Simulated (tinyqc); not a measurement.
Straight dislocations in isotropic elasticity: fields, energies, partials, Peierls stress and walls: one step, computed by the program tinyqc. Command: `OMP_NUM_THREADS=1 python tinyqc.py 3000407 3000408 out.jsonl disloc walk`. One thread of a shared host (Intel(R) Xeon(R) Processor @ 2.30GHz), about 0.01 s of CPU time with the checks.

The line runs along z, the glide plane is y = 0, and beta is the angle between b and the line (0 screw, 90 degrees edge): b_e = b sin(beta) along +x with the extra half plane at y > 0, b_s = b cos(beta). Stress is positive in tension.

Problem. Splitting into partials. Shockley partials have b_p = b/sqrt(3) at the angles beta -/+ 30 degrees; their repulsion balances the fault at d = G b_p^2/(8 pi gamma) (2 - nu)/(1 - nu) [1 - 2 nu cos(2 beta)/(2 - nu)].

Inputs (values chosen for the exercise, modelled on copper):
```
quantity                     value      unit
shear modulus G               46.9       GPa
Poisson ratio nu             0.344         -
Burgers vector b             2.556  angstrom
stacking-fault energy gamma   51.3    mJ/m^2
```

Character: 60-degree.

Give: partial Burgers vector b_p; splitting width d; d/b.

Solution.

partial Burgers vector b_p = 1.476 angstrom

splitting width d = 2.415 nm

d/b = 9.449

Widely split: cross-slip and climb need a constriction first.
